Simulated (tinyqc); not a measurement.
Comparisons within one model: interface roughness in a thin film (subband fluctuation and scattering). A value that a table varies takes the place of the one given here.

Square well of width t, barriers V0, c = hbar^2/2m0: E1 solves k t + 2 atan[(k/mz)/(kappa/mb)] = pi, k = sqrt(mz E/c), kappa = sqrt(mb (V0 - E)/c). One interface is rough, so the subband edge fluctuates by G dt with G = |dE1/dt| (central difference of 0.01 angstrom; 2 E1/t for hard walls).

Gaussian roughness spectrum S(q) = pi D^2 Lc^2 exp(-q^2 Lc^2/4). Degenerate gas, taken to fill one subband (the second starts to fill once c kF^2/md exceeds E2 - E1, which is not tested here): kF = sqrt(2 pi Ns/gv), q = 2 kF sin(theta/2), 1/tau = (md/(2 pi c hbar)) G^2 times the integral from 0 to pi of S(q)(1 - cos theta)/eps(q)^2 dtheta, eps(q) = 1 + qs/q with screening (qs = gv md q0/(c eps), q0 = e^2/(4 pi eps0), form factors left out, which overstates the screening; other scattering is left out too, so these values lie far above measured mobilities in all but the thinnest films) or 1 without; mobility = tau c2/md with c2 = e/m0 = 1.75882e15 cm^2/(V s^2); 1e12/cm^2 = 1e-4/angstrom^2.

Constants: hbar^2/2m0 = 3.80998211 eV angstrom^2; hbar = 6.58211957e-16 eV s; e^2/(4 pi eps0) = 14.39964547 eV angstrom.

Values chosen for the exercise (near those of a thin Ge channel on (111), one valley; not measured data): mz = 1.599 m0 (confinement mass); V0 = 2.1 eV (barrier); mb = 0.29 m0 (barrier mass); md = 0.082 m0 (mass in the plane); gv = 1 (valleys); D = 1.4 angstrom (rms height of the roughness); Lc = 20 angstrom (correlation length); Ns = 1.6 x 1e12/cm^2 (sheet density); eps = 11.8 (mean dielectric constant at the channel); ts = (14, 18, 22, 26, 32, 42, 55) angstrom (thicknesses); t = 26 angstrom (film thickness); Ll = (5, 10, 16, 25, 40, 65, 100) angstrom (correlation lengths).

## The sixth-power law

Screened mobility against thickness for the finite barrier and for hard walls.

Results:

| t (angstrom) | E1 (meV) | G (meV/angstrom) | mobility (cm^2/(V s)) | the same, hard walls |
|---|---|---|---|---|
| 14 | 105.5 | 14.098 | 8.25e+03 | 5.58e+03 |
| 18 | 65.7 | 6.935 | 3.41e+04 | 2.52e+04 |
| 22 | 44.8 | 3.905 | 1.07e+05 | 8.40e+04 |
| 26 | 32.5 | 2.412 | 2.82e+05 | 2.29e+05 |
| 32 | 21.7 | 1.319 | 9.42e+05 | 7.96e+05 |
| 42 | 12.8 | 0.595 | 4.63e+06 | 4.07e+06 |
| 55 | 7.5 | 0.269 | 2.26e+07 | 2.05e+07 |

With hard walls G goes as 1/t^3 and the mobility as t^6. With the finite barrier the local exponent is 5.65 at the thin end and 5.89 at the thick end, since the envelope leaks out and softens the dependence. The least value is 8.25e+03 cm^2/(V s). EF - E1 = 47 meV exceeds about 3 E1, the distance to the next subband of the ladder, from 42 angstrom on, where the one-subband formula no longer holds. The gate field, which also presses carriers to the interface, is left out. Below about 20 angstrom the effective-mass picture is itself doubtful.

## Correlation length

Fixed D; bare and screened mobility.

Results:

| Lc (angstrom) | kF Lc | bare mobility (cm^2/(V s)) | screened mobility (cm^2/(V s)) |
|---|---|---|---|
| 5 | 0.16 | 1.49e+06 | 3.36e+06 |
| 10 | 0.32 | 3.95e+05 | 8.92e+05 |
| 16 | 0.51 | 1.73e+05 | 3.94e+05 |
| 25 | 0.79 | 9.27e+04 | 2.14e+05 |
| 40 | 1.27 | 6.98e+04 | 1.71e+05 |
| 65 | 2.06 | 1.03e+05 | 3.12e+05 |
| 100 | 3.17 | 1.89e+05 | 8.81e+05 |

The bare mobility is lowest at Lc = 40 angstrom of those listed (kF Lc = 1.27). The screened mobility is lowest at Lc = 40 angstrom of those listed (kF Lc = 1.27). Short roughness averages out (mobility as 1/Lc^2; the first two rows give exponent -1.92), and long roughness deflects only by small angles (bare mobility rising as Lc; the last two rows give 1.41).

## What each parameter does

G, G D, and the screened mobility. Each row changes one parameter from the base and keeps the others.

Results:

| case | G (meV/angstrom) | G D (meV) | mobility (cm^2/(V s)) |
|---|---|---|---|
| base | 2.412 | 3.38 | 2.818e+05 |
| t = 22 angstrom | 3.905 | 5.47 | 1.075e+05 |
| D = 1.82 angstrom | 2.412 | 4.39 | 1.668e+05 |
| Lc = 28 angstrom | 2.412 | 3.38 | 1.927e+05 |
| Ns = 2.56 x 1e12/cm^2 | 2.412 | 3.38 | 2.930e+05 |
| mz = 1.839 m0 | 2.125 | 2.98 | 3.629e+05 |
| md = 0.094 m0 | 2.412 | 3.38 | 2.357e+05 |
| V0 = 1.47 eV | 2.363 | 3.31 | 2.936e+05 |
| eps = 14.2 | 2.412 | 3.38 | 2.512e+05 |

The largest shifts from the base row, up to three for each result and ties (the steps differ in size, so this ranks the rows, not the parameters). G (meV/angstrom): t +1.494, mz -0.286, V0 -0.049; unchanged at the printed digits by D, Lc, Ns, md and eps. G D (meV): t +2.09, D +1.01, mz -0.40; unchanged at the printed digits by Lc, Ns, md and eps. mobility (cm^2/(V s)): t -1.74e+05, D -1.15e+05, Lc -8.92e+04. In the base case G D is 0.072 times EF - E1 = 46.7 meV.

Computed by tinyqc, a small Python program: `OMP_NUM_THREADS=1 python tinyqc.py 1252705 1252706 out.jsonl` (the numbers bound the seed that draws the inputs); one thread of a shared host (Intel(R) Xeon(R) Processor @ 2.30GHz), about 0.01 s for the whole set of steps.
